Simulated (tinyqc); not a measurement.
## Thermionic-field emission through a Schottky barrier, WKB: effect of temperature

Metal on an n-type semiconductor with one parabolic valley; V > 0 is forward bias (metal positive). Energies E are counted from the conduction edge of the neutral semiconductor, whose Fermi level lies at -xi; that of the metal lies at -xi - V. The barrier is a parabola of height Vd = phi - xi - V (depletion approximation, no image force).

Nc = 2 (2 pi me m0 kB T/h^2)^1.5 (times 1e-6 for cm^-3); Nd = Nc F12(-xi/Vt), F12(x) = (2/sqrt(pi)) int_0^infinity sqrt(u)/(1 + exp(u - x)) du; E00 = (hbar/2) sqrt(Nd/(me m0 eps0 eps_r)) in SI units (volts). For E < Vd, ln T(E) = -(Vd/E00) [sqrt(1 - y) - y ln((1 + sqrt(1 - y))/sqrt(y))], y = E/Vd; T(E) = 1 above. J = A* T (q/kB) int_0^infinity T(E) N(E) dE, N = ln[(1 + exp((-xi - E)/Vt))/(1 + exp((-xi - V - E)/Vt))], A* = 4 pi q me m0 kB^2/h^3 (times 1e-4 for A/(cm^2 K^2)). The integral is converged to the digits shown; the share over the barrier is that of E > Vd, and 0 means below 1e-6 %. phi is held fixed. By a common rule of thumb, E00/Vt below 0.5 marks thermionic emission, 0.5 to 5 thermionic-field emission and above 5 field emission.

Values chosen for this exercise; band and dielectric values close to those of cadmium telluride:
- me = 0.101 m0 (electron mass)
- eps_r = 10 (relative permittivity)
- phi = 0.45 eV (barrier height seen from the metal)
- Nd = 2.3e19 cm^-3 (donor density)
- V = 0.15 V (bias)

Constants: q = 1.602176634e-19 C, kB = 1.380649e-23 J/K, eps0 = 8.8541878128e-12 F/m, hbar = 1.054571817e-34 J s, h = 6.62607015e-34 J s, m0 = 9.1093837015e-31 kg, Vt = kB T/q. Results are converted to the units shown.

Results:
```
T (K)	E00/Vt	J (A/cm^2)	share over the barrier (%)	mean E/Vd
100	10.28	1.380e6	0	0.3129
150	6.854	1.413e6	0	0.3185
200	5.141	1.460e6	0	0.3263
250	4.113	1.520e6	4.47e-5	0.3362
400	2.570	1.795e6	0.0177	0.3774
500	2.056	2.061e6	0.135	0.4127
```

Estimate the missing row, T = 300 K.

Computed row:
```
T (K)	E00/Vt	J (A/cm^2)	share over the barrier (%)	mean E/Vd
300	3.427	1.596e6	6.23e-4	0.3481
```

With this row back in the table: J rises from 1.38e6 to 2.06e6 A/cm^2, and the mean E/Vd rises from 0.313 to 0.413, as E00/Vt falls from 10.3 (field emission) to 2.06 (thermionic-field emission). Between the first two rows J changes by a factor of 1.02, between the last two by 1.15.

Range of the model: The depletion approximation, a parabolic band and the neglect of image-force lowering make these currents estimates at high doping.

Numbers from tinyqc (`OMP_NUM_THREADS=1 python tinyqc.py 2640076 2640077 out.jsonl`; about 0.04 s on one thread of a shared Intel Xeon 2.30GHz).
